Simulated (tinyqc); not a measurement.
CID on RHF in the sto-3g basis, for H4, spin multiplicity 1, step by step. One step of it, computed by the program tinyqc.

Question. CID: roots. Diagonalise (each vector has its largest component positive (the first on a tie)); all determinants have Ms = 0, so triplets appear too. The lowest singlet root is the correlation energy. The Davidson correction is (1 - c0^2) E_corr, c0 the coefficient of the reference.

Occupation strings over the orbitals (2 doubly, a alpha, b beta, 0 empty; spin orbitals ordered 1a 1b 2a 2b ...): 2200 aabb 2020 abab 2002 abba baab 0220 baba 0202 bbaa

H - E(HF) between determinants (hartree):
```
           2200       aabb       2020       abab       2002       abba       baab       0220
2200   0.000000   0.012921   0.095902   0.092273   0.107671  -0.105194  -0.105194   0.104226
aabb   0.012921   0.990473  -0.092273  -0.095902   0.105194  -0.107671  -0.104226   0.105194
2020   0.095902  -0.092273   1.102786  -0.126259   0.231716   0.218532   0.218532   0.222405
abab   0.092273  -0.095902  -0.126259   1.232696  -0.218532  -0.231716  -0.222405  -0.218532
2002   0.107671   0.105194   0.231716  -0.218532   1.326414   0.113338   0.113338   0.000000
abba  -0.105194  -0.107671   0.218532  -0.231716   0.113338   1.254156   0.000000   0.113338
baab  -0.105194  -0.104226   0.218532  -0.222405   0.113338   0.000000   1.254156   0.113338
0220   0.104226   0.105194   0.222405  -0.218532   0.000000   0.113338   0.113338   1.191291
baba   0.092273  -0.094536  -0.126259   0.000000  -0.218532  -0.222405  -0.231716  -0.218532
0202   0.094536  -0.092273   0.000000  -0.126259   0.222405   0.218532   0.218532   0.231716
bbaa   0.012921   0.000000  -0.092273  -0.094536   0.105194  -0.104226  -0.107671   0.105194

           baba       0202       bbaa
2200   0.092273   0.094536   0.012921
aabb  -0.094536  -0.092273   0.000000
2020  -0.126259   0.000000  -0.092273
abab   0.000000  -0.126259  -0.094536
2002  -0.218532   0.222405   0.105194
abba  -0.222405   0.218532  -0.104226
baab  -0.231716   0.218532  -0.107671
0220  -0.218532   0.231716   0.105194
baba   1.232696  -0.126259  -0.095902
0202  -0.126259   1.367919  -0.092273
bbaa  -0.095902  -0.092273   0.990473
```

Give: lowest roots of this matrix, relative to E(HF); lowest vectors; <S^2> of these roots; weight of the ground state by excitation level 0, 1, 2, ...; Davidson correction.

Answer.

lowest roots of this matrix, relative to E(HF) (hartree): -0.0730  0.5838  0.5881  0.9904  1.0578  1.2292  1.2561  1.2577

lowest vectors:
```
       root 1   root 2  root 3   root 4
2200   0.9682   0.0086  0.0000   0.0000
aabb  -0.0064   0.2800  0.4082   0.7070
2020  -0.0975   0.5247  0.0000   0.0000
abab  -0.0847  -0.1369  0.4082   0.0043
2002  -0.0861  -0.3855  0.0000   0.0000
abba   0.0910  -0.1431  0.4082   0.0094
baab   0.0910  -0.1431  0.4082  -0.0094
0220  -0.0928  -0.4685  0.0000   0.0000
baba  -0.0847  -0.1369  0.4082  -0.0043
0202  -0.0786   0.3483  0.0000   0.0000
bbaa  -0.0064   0.2800  0.4082  -0.7070
```

<S^2> of these roots: 0.0000  0.0000  6.0000  2.0000  0.0000  2.0000  0.0000  2.0000

weight of the ground state by excitation level 0, 1, 2, ...: 0.9373  0.0000  0.0627

Davidson correction = -0.004574 hartree
